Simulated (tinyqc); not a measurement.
# Cell-based percolation model of oxide breakdown: what changes with what

The oxide, of thickness n a, is cut into cubic cells. A cell is defective with the chance l = 1 - exp(-a^3 N), N = N1 (t/1 s)^al. A column of n defective cells breaks the oxide down, and the area holds M = A/a^2 independent columns: 1 - F = (1 - l^n)^M.

Values chosen for this exercise:
```
symbol,value,unit,meaning
a,0.9,nm,edge of a cell
n,7,,cells across the oxide
A,1700,um^2,area
al,0.71,,exponent of defect growth
N1,7.5e17,cm^-3,defect density after 1 s
```

Each table varies one quantity; the others keep the values above.

## Effect of the thickness

At F = 1 - 1/e: l_c = (1 - exp(-1/M))^(1/n), N_bd = -ln(1 - l_c)/a^3, t63 = (N_bd/N1)^(1/al). W = ln(-ln(1 - F)); for small l, W = ln M + n ln(a^3 N), so the Weibull slope is n al.

Effect of the thickness:

| n | l_c | N_bd (cm^-3) | t63 (s) | slope at t63 |
|---|---|---|---|---|
| 1 | 4.765e-10 | 6.536e11 | 2.918e-9 | 0.7100 |
| 2 | 2.183e-5 | 2.994e16 | 0.01071 | 1.420 |
| 3 | 7.810e-4 | 1.072e18 | 1.653 | 2.129 |
| 4 | 0.004672 | 6.424e18 | 20.59 | 2.833 |
| 5 | 0.01366 | 1.887e19 | 93.96 | 3.526 |
| 6 | 0.02795 | 3.888e19 | 260.1 | 4.200 |
| 7 | 0.04659 | 6.545e19 | 541.4 | 4.852 |
| 8 | 0.06835 | 9.712e19 | 944.1 | 5.481 |
| 9 | 0.09209 | 1.325e20 | 1463 | 6.086 |

What does the comparison show?

N_bd rises from 6.54e11 to 1.33e20 cm^-3 and the slope rises from 0.710 to 6.09, against n al = 0.710 to 6.39. A thin oxide needs few defects in a row, so it breaks at a lower density and with a wider spread; at n = 1 one defect suffices. For n = 1 t63 is under a microsecond, a formal extension of the power law of defect growth.

## Effect of the area

Same model as above.

Effect of the area:

| A (um^2) | l_c | N_bd (cm^-3) | t63 (s) | slope at t63 |
|---|---|---|---|---|
| 0.0014 | 0.3447 | 5.798e20 | 1.169e4 | 3.995 |
| 0.023 | 0.2311 | 3.605e20 | 5988 | 4.346 |
| 0.38 | 0.1548 | 2.307e20 | 3194 | 4.564 |
| 6.4 | 0.1034 | 1.498e20 | 1737 | 4.704 |
| 110 | 0.06889 | 9.791e19 | 954.9 | 4.795 |
| 1800 | 0.04621 | 6.490e19 | 535.1 | 4.853 |
| 31000 | 0.03077 | 4.287e19 | 298.4 | 4.893 |
| 5.1e5 | 0.02063 | 2.859e19 | 168.6 | 4.918 |
| 8.6e6 | 0.01378 | 1.903e19 | 95.05 | 4.936 |

t63 falls from 11700 to 95.1 s, as A^(-0.24) between the first two rows and A^(-0.20) between the last two, against -1/(n al) = -0.20; the slope at t63 rises from 3.99 to 4.94, nearer to n al where l_c is small.

Computed by the program tinyqc: `OMP_NUM_THREADS=1 python tinyqc.py 2070001 2070002 out.jsonl`, one thread of a shared Intel Xeon 2.30GHz, about 0.01 s for the whole run.
